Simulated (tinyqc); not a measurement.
Temperature and isotope dependence of a band gap in oscillator models: sweeps and comparisons. A value that a table varies takes the place of the one given here.

E(T) = E0 - sum_i sl_i th_i n_i(T), n = 1/(exp(th/T) - 1). The same coupling lowers the gap at 0 K by the zero-point term ZP = sum_i sl_i th_i/2, so the gap of the static lattice is E0 + ZP. Thermal expansion is taken as part of the slopes.

Two-parameter forms are made to pass through the falls at the two temperatures T12: Varshni aV T^2/(T + bV), from the line T^2/fall = (T + bV)/aV; one oscillator s1 t1/(exp(t1/T) - 1), with t1 from the ratio of the falls.

Constants: kB = 8.617333262e-05 eV/K; hbar^2/2m0 = 3.80998211 eV angstrom^2.

Values chosen for the exercise (near those of SiC; the results hold for these values, not for the real material): E0 = 3.252 eV (gap at 0 K); th = (304, 1009) K (temperatures of two oscillators); sl = (0.1654, 0.3516) meV/K (their high-temperature slopes); T12 = (650, 1680) K (temperatures of the fits); mm = 0.94 m0 (geometric mean of the density-of-states masses); T = 400 K (temperature).

## How far the fits carry

Falls of the gap from E0, and errors of the two fits against the model.

Results:

| T (K) | fall (meV) | Varshni - model (meV) | one oscillator - model (meV) | fall/ZP |
|---|---|---|---|---|
| 20 | 0.00 | 0.32 | 0.00 | 0.000 |
| 50 | 0.12 | 1.78 | -0.12 | 0.001 |
| 100 | 2.54 | 4.57 | -2.29 | 0.013 |
| 200 | 16.38 | 8.97 | -6.42 | 0.081 |
| 300 | 41.38 | 10.05 | -5.51 | 0.204 |
| 400 | 75.13 | 8.11 | -3.49 | 0.371 |
| 600 | 157.31 | 1.55 | -0.48 | 0.777 |
| 800 | 249.00 | -3.80 | 0.95 | 1.229 |

What can be read from the table?

Below the first fit point the largest errors are +10.05 meV (Varshni, 300 K, on a fall of 41.38 meV) and -6.42 meV (one oscillator, 200 K); a T^2 law cannot freeze out; a single oscillator misses the soft modes. No row lies well beyond the second fit point, so the table does not test extrapolation to high T. The thermal fall equals ZP between 600 and 800 K.

## What the shift does to the intrinsic density

ni = 2 (mm kT/(4 pi c))^(3/2) exp(-E/2kT), c = hbar^2/2m0, with E(T) and with E0; 1 angstrom^-3 = 1e24 cm^-3. Apparent gap from an Arrhenius plot of ni/T^(3/2): E(T) - T dE/dT, dE/dT = -sum sl_i (th_i/T)^2 n_i (1 + n_i).

Results:

| T (K) | E(T) (eV) | ni (cm^-3) | ni with E(T) / ni with E0 | apparent gap (eV) |
|---|---|---|---|---|
| 200 | 3.2356 | 2.13e-22 | 1.608 | 3.2747 |
| 250 | 3.2244 | 5.49e-14 | 1.896 | 3.2873 |
| 300 | 3.2106 | 2.46e-08 | 2.226 | 3.3005 |
| 350 | 3.1946 | 0.000288 | 2.589 | 3.3132 |
| 400 | 3.1769 | 0.341 | 2.974 | 3.3248 |
| 500 | 3.1375 | 7.58e+03 | 3.775 | 3.3443 |
| 700 | 3.0496 | 8.57e+08 | 5.353 | 3.3712 |

What can be read from the table?

Using E0 in place of E(T) understates ni by a factor that rises from 1.61 to 5.35, towards exp(sum sl/2kB) = 20.1. The slope of an Arrhenius plot returns neither E(T) nor E0 but the intercept of the tangent, 3.3005 eV at 300 K, which lies 49 meV above E0 and tends to the static gap 3.4545 eV.

## What each parameter does

Gap at T, slope -sum sl_i (th_i/T)^2 n_i (1 + n_i) and ZP. Each row changes one parameter from the base and keeps the others.

Results:

| case | E(T) (eV) | dE/dT (meV/K) | ZP (meV) |
|---|---|---|---|
| base | 3.1769 | -0.3699 | 202.52 |
| T = 440 K | 3.1617 | -0.3899 | 202.52 |
| E0 = 3.262 eV | 3.1869 | -0.3699 | 202.52 |
| th = (304, 1210) K | 3.1861 | -0.3302 | 237.86 |
| sl = (0.215, 0.3516) meV/K | 3.1636 | -0.4172 | 210.06 |

What can be read from the table?

The largest shifts from the base row, up to three for each result and ties (the steps differ in size, so this ranks the rows, not the parameters). E(T) (eV): T -0.0152, sl -0.0132, E0 +0.0100. dE/dT (meV/K): sl -0.0473, th +0.0397, T -0.0200; unchanged at the printed digits by E0. ZP (meV): th +35.34, sl +7.54; unchanged at the printed digits by T and E0.

(tinyqc, `OMP_NUM_THREADS=1 python tinyqc.py 1850931 1850932 out.jsonl`, Intel(R) Xeon(R) Processor @ 2.30GHz, 1 thread, shared host, about 0.01 s.)
